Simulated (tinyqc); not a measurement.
# Worked calculation: a discretised effective-mass wire between two leads, recursive Green functions

Numbers from tinyqc (`OMP_NUM_THREADS=1 python tinyqc.py 2660034 2660035 out.jsonl`; about 0.01 s on one thread of a shared Intel Xeon 2.30GHz). Printed values are rounded.

Finite differences on a grid of step a give a chain with hopping -t, t = C/(m a^2), C = hbar^2/(2 m0), and site energies 2 t + U_i for the N = 8 sites of the device; the semi-infinite leads have site energy 2 t. Each slice is one site, and V = -t couples neighbouring slices.

Values chosen for this exercise: effective mass m = 0.031 m0; grid step a = 0.53 nm; potential on the sites 1 to N U = [0, 1.4, 1.4, 1.4, 0, 0, 0, 0] eV; energy above the band bottom of the leads E = 0.725 eV.

Constants: q = 1.602176634e-19 C, hbar = 1.054571817e-34 J s, h = 6.62607015e-34 J s, m0 = 9.1093837015e-31 kg, hbar^2/(2 m0) = 0.0380998212 eV nm^2. Results are converted to the units shown.

## Self-energy of the leads

Sigma = t^2 g(E - 2 t), g(x) = (x - i sqrt(4 t^2 - x^2))/(2 t^2) for |x| < 2 t and (x - sign(x) sqrt(x^2 - 4 t^2))/(2 t^2) otherwise; Gamma = i (Sigma - Sigma^dagger); both leads give the same.

t = 4.375317 eV
Sigma = -4.012817-1.743760i eV
Gamma = 3.487520 eV
open modes = 1

## Forward pass

Forward pass: g_1 = (E - H_1 - Sigma)^(-1), g_i = (E - H_i - V g_(i-1) V^dagger)^(-1), with Sigma also subtracted on the last slice; G_(i,1) = g_i V G_(i-1,1), starting from g_1. H_i is the block of slice i, its site energy.

```
site             g_i (1/eV)  G_(i,1) of the forward pass (1/eV)
1     -0.2096188-0.0910894i               -0.2096188-0.0910894i
2     -0.1673759-0.0539208i               -0.1320188-0.1161602i
3     -0.1564272-0.0259533i               -0.0771656-0.0944935i
4     -0.1545722-0.0119415i               -0.0472502-0.0679379i
5     -0.1969702-0.0088871i               -0.0380789-0.0603866i
6     -0.2346450-0.0093820i               -0.0366147-0.0635588i
7     -0.2822578-0.0143459i               -0.0412285-0.0807913i
8      0.2314683-0.3359759i                0.1605172+0.0212153i
```

## Transmission

G_(N,1) = 0.1605172+0.0212153i 1/eV

T(E) = Tr[Gamma G_(N,1) Gamma G_(N,1)^dagger]. Conductance (2 q^2/h) T(E).

T(E) = 0.3188582
conductance = 24.70543 uS

Inverting the whole matrix gives the same value.

## Backward pass

Backward pass: G_NN = g_N, G_ii = g_i + g_i V^dagger G_(i+1,i+1) V g_i; local density of states -Im G_ii/pi on each site.

```
site            G_ii (1/eV)  local density of states (1/eV)
1     -0.2107282-0.3944202i                       0.1255478
2     -0.2225069-0.2061589i                       0.0656224
3     -0.2257420-0.1544516i                       0.0491635
4     -0.2225069-0.2061589i                       0.0656224
5     -0.2107282-0.3944202i                       0.1255478
6     -0.0650630-0.5142645i                       0.1636955
7      0.1219401-0.4895487i                       0.1558282
8      0.2314683-0.3359759i                       0.1069444
```

A site of an infinite clean chain has 1/(pi sqrt(4 t^2 - x^2)) = 0.0913 1/eV at this energy (x counted from the band centre); the device goes from 0.0492 (site 3) to 0.164 (site 6).

## States fed from the left, and the bond current

The full first column follows backwards from c_N = G_(N,1): c_i = G_(i,1)(forward) + g_i V^dagger c_(i+1). The density of states fed by the left lead is Gamma |c_i|^2/(2 pi), and the current on bond i is 2 t Gamma Im(c_(i+1) conj(c_i)) in units of T(E).

```
site             c_i (1/eV)  density fed from the left (1/eV)
1     -0.2107282-0.3944202i                         0.1109966
2     -0.1219083-0.2777574i                         0.0510711
3     -0.0518959-0.2039455i                         0.0245817
4      0.0101104-0.1615972i                         0.0145513
5      0.0736765-0.1441792i                         0.0145513
6      0.1250342-0.1028704i                         0.0145513
7      0.1556734-0.0445158i                         0.0145513
8      0.1605172+0.0212153i                         0.0145513
```

bond current, bond 1 to 7: 0.3188582  0.3188582  0.3188582  0.3188582  0.3188582  0.3188582  0.3188582

The bond current is the same on every bond and equals T(E): the current is conserved.
